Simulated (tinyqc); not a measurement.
Worked calculation: geometry relaxation of a small cluster. Computed by tinyqc, a small Python program that keeps every step. Command: `OMP_NUM_THREADS=1 python tinyqc.py 3008764 3008765 out.jsonl relax walk`. One thread of a shared host (Intel(R) Xeon(R) Processor @ 2.30GHz), about 0.01 s of CPU time with the checks. Intermediate numbers are printed to about 6 digits and carried at full precision; extremes and crossings named in words are read from the listed rows.

E = sum_i {sum_j A exp(-p (r_ij/r0 - 1)) - xi sqrt(rho_i)}, rho_i = sum_j exp(-2 q (r_ij/r0 - 1)); the force on i is -sum_j w_ij (R_i - R_j)/r_ij with w_ij = -(2p/r0) A exp(-p (r_ij/r0 - 1)) + (xi q/r0) exp(-2 q (r_ij/r0 - 1)) (rho_i^(-1/2) + rho_j^(-1/2)).

Inputs (values chosen for the exercise, for model atoms):

| quantity | value | unit |
|---|---|---|
| length r0 | 3.18 | angstrom |
| repulsion A | 0.084 | eV |
| hopping xi | 1.27 | eV |
| decay p | 11 | - |
| decay q | 2.53 | - |
| step factor eta | 0.034 | angstrom^2/eV |
| largest number of steps | 500 | - |

Potential: Gupta. Method: FIRE.

starting positions (angstrom):
```
            x     y      z
atom 1  -0.03  0.13  -0.23
atom 2   3.06  0.03  -0.04
atom 3   1.38  2.71  -0.11
atom 4   1.26  0.89   2.36
```

## Energy and forces at the start

Evaluate E and the forces at the starting positions.

distances (angstrom): 1-2 3.09745, 1-3 2.94260, 1-4 2.99162, 2-3 3.16381, 2-4 3.12083, 3-4 3.07046

energy at the start = -8.11895 eV

forces (eV/angstrom):
```
                x          y          z
atom 1   0.657494   0.224688   0.282617
atom 2  -0.987428   0.571002   0.333311
atom 3   0.158561  -0.832344   0.332407
atom 4   0.171373   0.036654  -0.948334
```

## The first two steps

FIRE with unit mass: if F.v > 0, v = (1 - a) v + a |v| F/|F|, and after more than 5 such steps in a row dt = min(1.1 dt, 5 dt0), a = 0.99 a; else v = 0, a = 0.1, and dt = dt/2 (not at the first step). Then v = v + dt F, R(new) = R + dt v. dt0 = sqrt(eta), a = 0.1 at first. No atom moves more than 0.3 angstrom a step (the whole step is scaled). Stop when the largest force component is below 1e-5 eV/angstrom.

positions after step 1 (angstrom):
```
               x        y         z
atom 1  -0.00765  0.13764  -0.22039
atom 2   3.02643  0.04941  -0.02867
atom 3   1.38539  2.68170  -0.09870
atom 4   1.26583  0.89125   2.32776
```

energy after step 1 = -8.22865 eV

positions after step 2 (angstrom):
```
              x        y         z
atom 1  0.02854  0.14671  -0.20604
atom 2  2.96619  0.08499  -0.00833
atom 3  1.39769  2.63463  -0.07904
atom 4  1.27757  0.89367   2.27340
```

energy after step 2 = -8.31981 eV

## All steps

The formulas are those given above.

Course of the relaxation:

| step | E (eV) | largest force (eV/angstrom) | force calls |
|---|---|---|---|
| 0 | -8.11895 | 9.87428e-01 | 1 |
| 1 | -8.22865 | 7.75662e-01 | 2 |
| 2 | -8.31981 | 2.73571e-01 | 3 |
| 3 | -8.26614 | 8.76519e-01 | 4 |
| 4 | -8.28834 | 7.25800e-01 | 5 |
| 5 | -8.31837 | 4.68909e-01 | 6 |
| 6 | -8.33874 | 1.70070e-01 | 7 |
| 7 | -8.34010 | 1.32060e-01 | 8 |
| 8 | -8.34025 | 1.28580e-01 | 9 |
| ... | ... | ... | ... |
| 71 | -8.34314 | 4.48732e-05 | 72 |
| 72 | -8.34314 | 3.36949e-05 | 73 |
| 73 | -8.34314 | 2.04997e-05 | 74 |
| 74 | -8.34314 | 1.38469e-05 | 75 |
| 75 | -8.34314 | 1.34806e-05 | 76 |
| 76 | -8.34314 | 1.27597e-05 | 77 |
| 77 | -8.34314 | 1.17082e-05 | 78 |
| 78 | -8.34314 | 1.03621e-05 | 79 |
| 79 | -8.34314 | 8.76994e-06 | 80 |

final positions (angstrom):
```
              x        y         z
atom 1  0.01418  0.09716  -0.22198
atom 2  2.92459  0.12225  -0.00866
atom 3  1.44402  2.63645  -0.06634
atom 4  1.28720  0.90415   2.27699
```

final energy = -8.34314 eV

steps = 79

largest force at the end = 8.76994e-06 eV/angstrom

Converged in 79 steps.

## Curvatures at the end

Hessian at the final positions by central differences of the forces; six eigenvalues vanish (translations and rotations). Steepest descent is stable for eta below 2/lambda_max and contracts the softest mode by 1 - eta lambda_min a step.

non-zero eigenvalues (eV/angstrom^2): 2.6837  2.6837  6.1295  6.1295  6.1295  15.3072

condition number = 5.70371

largest stable eta = 0.130657 angstrom^2/eV

contraction of the softest mode = 0.908753

All are positive, so the end point is a minimum.

## Four methods from the same start

Steepest descent: R(new) = R + eta F. Conjugate gradient (Polak-Ribiere): d = F + beta d(old), beta = max(0, F.(F - F(old))/|F(old)|^2), d = F at first; step length from one secant, s = eta (F.d)/(F.d - F(R + eta d).d), replaced by eta if that is not positive; R(new) = R + s d. BFGS: R(new) = R + B F with the inverse Hessian B = eta 1 at first; with s = R(new) - R, y = F - F(new), rho = 1/(y.s): B(new) = (1 - rho s y^T) B (1 - rho y s^T) + rho s s^T, skipped if y.s is not positive. In this comparison each method may take up to 1500 steps.

Cost:

| method | steps | force calls | final E (eV) | calls to reach 1e-2 |
|---|---|---|---|---|
| steepest descent | 93 | 94 | -8.34314 | 23 |
| conjugate gradient | 13 | 27 | -8.34314 | 13 |
| BFGS | 20 | 21 | -8.34314 | 11 |
| FIRE | 79 | 80 | -8.34314 | 34 |

In force calls the order is BFGS (21), conjugate gradient (27), FIRE (80), steepest descent (94). All that converged end at the same energy. Near the minimum steepest descent multiplies the slowest mode by 0.909 in size a step, 24 steps a decade of force, at a condition number of 5.7. It is the dearest here: the others use earlier steps to learn the curvature or to build momentum along soft directions.

Checks made by the program: forces against finite differences of E (relative difference 3e-10).
